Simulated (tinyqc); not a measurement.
From results back to parameters: Landau levels of a parabolic two-dimensional band.

Problem. The amplitude of Shubnikov-de Haas oscillations carries the factor X/sinh X with X = 2 pi^2 kB T/(hbar wc), hbar wc = 2 muB B_s/m. The ratio of the amplitudes at T2 and T1 was computed from a hidden mass.

Constants: kB = 8.617333262e-05 eV/K; muB = 5.788381798e-05 eV/T.

Inputs chosen for the exercise (out of a larger set: near those of a two-dimensional electron gas in GaN; not measured data):
```
symbol  value  unit  meaning
T1      1.9    K     lower temperature
T2      4      K     higher temperature
B_s     4.33   T     field of the oscillation
```

A(T2)/A(T1) = 0.457222

Find: X at T1; m.

Solution. The ratio (T2/T1) sinh(X1)/sinh(X1 T2/T1) falls steadily with X1, so one X1 fits; m = X1 muB B_s/(pi^2 kB T1).

X at T1 = 1.318
m = 0.2044 m0

tinyqc: `OMP_NUM_THREADS=1 python tinyqc.py 1281164 1281165 out.jsonl`; about 0.01 s, one thread, shared Intel(R) Xeon(R) Processor @ 2.30GHz.
